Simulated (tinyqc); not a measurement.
CCSD on RHF in the 6-311g basis, for He, spin multiplicity 1, step by step. One step of it, computed by the program tinyqc.

Problem. Integrals over molecular orbitals. (pq|rs) = sum C_ip C_jq C_kr C_ls (ij|kl), one index at a time.

coefficients C, order 1He 1s, 1He 2s, 1He 3s:
```
[[0.263558, -0.137951, -1.443869],
 [0.487487, -1.153994, 1.698764],
 [0.397446, 1.427937, -0.696296]]
```

core Hamiltonian H = T + V (hartree), order 1He 1s, 1He 2s, 1He 3s:
```
[[-0.449189, -2.025351, -1.309466],
 [-2.025351, -1.672714, -1.363028],
 [-1.309466, -1.363028, -1.211479]]
```

Two-electron integrals (ij|kl) in chemists' order, unique and non-zero (hartree):
```
(11|11) 2.395117   (21|11) 1.347337   (21|21) 0.798707   (22|11) 1.358411
(22|21) 0.863847   (22|22) 1.054927   (31|11) 0.614121   (31|21) 0.368625
(31|22) 0.406802   (31|31) 0.170715   (32|11) 0.842709   (32|21) 0.547009
(32|22) 0.700418   (32|31) 0.259418   (32|32) 0.476676   (33|11) 0.767030
(33|21) 0.510236   (33|22) 0.697580   (33|31) 0.244176   (33|32) 0.494732
(33|33) 0.558022
```

Give: one-electron integrals over orbitals h = C^T H C; Two-electron integrals over orbitals.

Solution.

one-electron integrals over orbitals h = C^T H C (hartree):
```
[[-1.9430, 0.2773, 0.1739],
 [0.2773, -0.3432, -0.3334],
 [0.1739, -0.3334, 4.1761]]
```

Two-electron integrals over orbitals (pq|rs), unique and non-zero (hartree):
```
(11|11) 1.0262    (21|11) -0.2773   (21|21) 0.1465    (22|11) 0.6596
(22|21) -0.1136   (22|22) 0.5066    (31|11) -0.1739   (31|21) 0.1256
(31|22) -0.0788   (31|31) 0.2165    (32|11) 0.2295    (32|21) -0.1209
(32|22) 0.1027    (32|31) -0.1487   (32|32) 0.1276    (33|11) 1.1770
(33|21) -0.3810   (33|22) 0.7273    (33|31) -0.3867   (33|32) 0.3807
(33|33) 1.6000
```
